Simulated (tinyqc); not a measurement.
RHF in the 6-31g basis, for H4, spin multiplicity 1, step by step. One step of it, computed by the program tinyqc.

Question. Iteration 1: diagonalisation and new density. Diagonalise F' = X^T F X, C = X C', fill 2 alpha and 2 beta electrons from the bottom; D = 2 C_occ C_occ^T; the new density keeps 0.7 of the old one (damping). Each column has its largest component positive (the first on a tie).

Fock matrix F (hartree):
```
           1H 1s      1H 2s      2H 1s      2H 2s      3H 1s      3H 2s      4H 1s      4H 2s
1H 1s  -0.006998  -0.481570  -0.474559  -0.469557  -0.091245  -0.211707  -0.069020  -0.194124
1H 2s  -0.481570  -0.371825  -0.469557  -0.402094  -0.211707  -0.271193  -0.194124  -0.273099
2H 1s  -0.474559  -0.469557  -0.006998  -0.481570  -0.069020  -0.194124  -0.091245  -0.211707
2H 2s  -0.469557  -0.402094  -0.481570  -0.371825  -0.194124  -0.273099  -0.211707  -0.271193
3H 1s  -0.091245  -0.211707  -0.069020  -0.194124  -0.006998  -0.481570  -0.474559  -0.469557
3H 2s  -0.211707  -0.271193  -0.194124  -0.273099  -0.481570  -0.371825  -0.469557  -0.402094
4H 1s  -0.069020  -0.194124  -0.091245  -0.211707  -0.474559  -0.469557  -0.006998  -0.481570
4H 2s  -0.194124  -0.273099  -0.211707  -0.271193  -0.469557  -0.402094  -0.481570  -0.371825
```

X:
```
               1          2          3          4          5          6          7         8
1H 1s  -0.473000  -0.553165  -0.546422   0.595401   0.629469   0.552613   0.265825  0.147338
1H 2s   1.950413   1.232770   0.661033  -0.401274   0.152654   0.247967   0.219736  0.218616
2H 1s   0.473000   0.553165  -0.546422   0.595401  -0.629469  -0.552613   0.265825  0.147338
2H 2s  -1.950413  -1.232770   0.661033  -0.401274  -0.152654  -0.247967   0.219736  0.218616
3H 1s   0.473000  -0.553165   0.546422   0.595401  -0.629469   0.552613  -0.265825  0.147338
3H 2s  -1.950413   1.232770  -0.661033  -0.401274  -0.152654   0.247967  -0.219736  0.218616
4H 1s  -0.473000   0.553165   0.546422   0.595401   0.629469  -0.552613  -0.265825  0.147338
4H 2s   1.950413  -1.232770  -0.661033  -0.401274   0.152654  -0.247967  -0.219736  0.218616
```

D at the start:
```
           1H 1s     1H 2s      2H 1s     2H 2s      3H 1s     3H 2s      4H 1s     4H 2s
1H 1s   0.273466  0.295075  -0.005042  0.001782  -0.007783  0.001675  -0.006536  0.001528
1H 2s   0.295075  0.319264   0.001782  0.010392   0.001675  0.013181   0.001528  0.011488
2H 1s  -0.005042  0.001782   0.273466  0.295075  -0.006536  0.001528  -0.007783  0.001675
2H 2s   0.001782  0.010392   0.295075  0.319264   0.001528  0.011488   0.001675  0.013181
3H 1s  -0.007783  0.001675  -0.006536  0.001528   0.273466  0.295075  -0.005042  0.001782
3H 2s   0.001675  0.013181   0.001528  0.011488   0.295075  0.319264   0.001782  0.010392
4H 1s  -0.006536  0.001528  -0.007783  0.001675  -0.005042  0.001782   0.273466  0.295075
4H 2s   0.001528  0.011488   0.001675  0.013181   0.001782  0.010392   0.295075  0.319264
```

overlap S:
```
          1H 1s     1H 2s     2H 1s     2H 2s     3H 1s     3H 2s     4H 1s     4H 2s
1H 1s  1.000000  0.658292  0.421786  0.495467  0.023586  0.164549  0.011618  0.123993
1H 2s  0.658292  1.000000  0.495467  0.840043  0.164549  0.426595  0.123993  0.358358
2H 1s  0.421786  0.495467  1.000000  0.658292  0.011618  0.123993  0.023586  0.164549
2H 2s  0.495467  0.840043  0.658292  1.000000  0.123993  0.358358  0.164549  0.426595
3H 1s  0.023586  0.164549  0.011618  0.123993  1.000000  0.658292  0.421786  0.495467
3H 2s  0.164549  0.426595  0.123993  0.358358  0.658292  1.000000  0.495467  0.840043
4H 1s  0.011618  0.123993  0.023586  0.164549  0.421786  0.495467  1.000000  0.658292
4H 2s  0.123993  0.358358  0.164549  0.426595  0.495467  0.840043  0.658292  1.000000
```

Give: F' = X^T F X; orbital energies; coefficients C; D after iteration 1.

Answer.

F' = X^T F X (hartree):
```
         1        2        3        4        5        6        7        8
1   0.8288   0.0000   0.0000   0.0000  -0.5238   0.0000   0.0000   0.0000
2   0.0000   0.9021   0.0000   0.0000   0.0000  -0.5696   0.0000   0.0000
3   0.0000   0.0000   0.7906   0.0000   0.0000   0.0000  -0.0681   0.0000
4   0.0000   0.0000   0.0000   0.8345   0.0000   0.0000   0.0000  -0.1483
5  -0.5238   0.0000   0.0000   0.0000   0.7832   0.0000   0.0000   0.0000
6   0.0000  -0.5696   0.0000   0.0000   0.0000   0.5195   0.0000   0.0000
7   0.0000   0.0000  -0.0681   0.0000   0.0000   0.0000  -0.3900   0.0000
8   0.0000   0.0000   0.0000  -0.1483   0.0000   0.0000   0.0000  -0.6574
```

orbital energies (hartree): MO1 -0.6720, MO2 -0.3939, MO3 0.1099, MO4 0.2817, MO5 0.7945, MO6 0.8491, MO7 1.3117, MO8 1.3303

coefficients C:
```
          MO1      MO2      MO3      MO4      MO5      MO6      MO7      MO8
1H 1s  0.2049   0.2340   0.1258   0.1276  -0.5608   0.5781  -0.7717  -0.7770
1H 2s  0.1783   0.2573   0.9210   1.4591   0.6473  -0.4208   0.8562   1.3032
2H 1s  0.2049   0.2340  -0.1258  -0.1276  -0.5608   0.5781   0.7717   0.7770
2H 2s  0.1783   0.2573  -0.9210  -1.4591   0.6473  -0.4208  -0.8562  -1.3032
3H 1s  0.2049  -0.2340   0.1258  -0.1276   0.5608   0.5781  -0.7717   0.7770
3H 2s  0.1783  -0.2573   0.9210  -1.4591  -0.6473  -0.4208   0.8562  -1.3032
4H 1s  0.2049  -0.2340  -0.1258   0.1276   0.5608   0.5781   0.7717  -0.7770
4H 2s  0.1783  -0.2573  -0.9210   1.4591  -0.6473  -0.4208  -0.8562   1.3032
```

D after iteration 1:
```
         1H 1s    1H 2s    2H 1s    2H 2s    3H 1s    3H 2s    4H 1s    4H 2s
1H 1s   0.2495   0.2646   0.0545   0.0593  -0.0131  -0.0130  -0.0122  -0.0131
1H 2s   0.2646   0.2823   0.0593   0.0661  -0.0130  -0.0114  -0.0131  -0.0126
2H 1s   0.0545   0.0593   0.2495   0.2646  -0.0122  -0.0131  -0.0131  -0.0130
2H 2s   0.0593   0.0661   0.2646   0.2823  -0.0131  -0.0126  -0.0130  -0.0114
3H 1s  -0.0131  -0.0130  -0.0122  -0.0131   0.2495   0.2646   0.0545   0.0593
3H 2s  -0.0130  -0.0114  -0.0131  -0.0126   0.2646   0.2823   0.0593   0.0661
4H 1s  -0.0122  -0.0131  -0.0131  -0.0130   0.0545   0.0593   0.2495   0.2646
4H 2s  -0.0131  -0.0126  -0.0130  -0.0114   0.0593   0.0661   0.2646   0.2823
```
